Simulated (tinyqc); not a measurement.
# Trap depth and cross-section from two peaks

Question. A DLTS peak lies where ew = sn g T^2 exp(-Et/kB T), g = vth Nc/(300 K)^2. Find Et and sn.

Parameters, values chosen for the exercise: conduction-band density of states at 300 K Nc = 2.78e19 cm^-3; thermal velocity at 300 K vth = 2.2e7 cm/s.

Constants: q = 1.602176634e-19 C, kB = 1.380649e-23 J/K. Results are converted to the units shown.

peak temperatures for ew = 5 and 1000 1/s (K): 109.00615  144.74343

Answer. The slope of ln(ew/T^2) against q/kB T is -Et, and the intercept is ln(sn g).

Et = 0.1800 eV
sn = 1.300e-17 cm^2

Computed by the program tinyqc: `OMP_NUM_THREADS=1 python tinyqc.py 2050005 2050006 out.jsonl`, one thread of a shared Intel Xeon 2.30GHz, about 0.01 s for the whole run.
